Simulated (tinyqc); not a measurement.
Level and width from two currents at zero temperature.

Problem. In a resonant-tunnelling diode at zero temperature a sharp resonance at Er = E0 - alpha V between the emitter band edge and Ef carries J = K (pi/2) G Tp (Ef - Er), K = q^3 mw m0/(2 pi^2 hbar^3) (times 1e-4 for A/cm^2 per eV^2), with G its full width and Tp its peak transmission, G Tp taken as constant, and no back flow. Find G Tp and E0.

Values chosen for this exercise; masses and offsets close to those of GaAs wells and AlGaAs barriers: mass in the well, spacer and contacts mw = 0.066 m0; Fermi energy of both contacts above their band edges Ef = 0.027 eV; share of the bias at the well alpha = 0.37.

Constants: q = 1.602176634e-19 C, hbar = 1.054571817e-34 J s, m0 = 9.1093837015e-31 kg. Results are converted to the units shown.

J at V = 0.089 and 0.14 V (kA/cm^2): 79.713825  356.73038

Solution. J is linear in V: the slope gives G Tp, and the onset V0, where the line meets zero, gives E0 = Ef + alpha V0.

G Tp = 8.75 meV
E0 = 0.0545 eV

Program tinyqc, `OMP_NUM_THREADS=1 python tinyqc.py 2600031 2600032 out.jsonl`; Intel Xeon 2.30GHz, shared host, one thread, about 0.2 s.
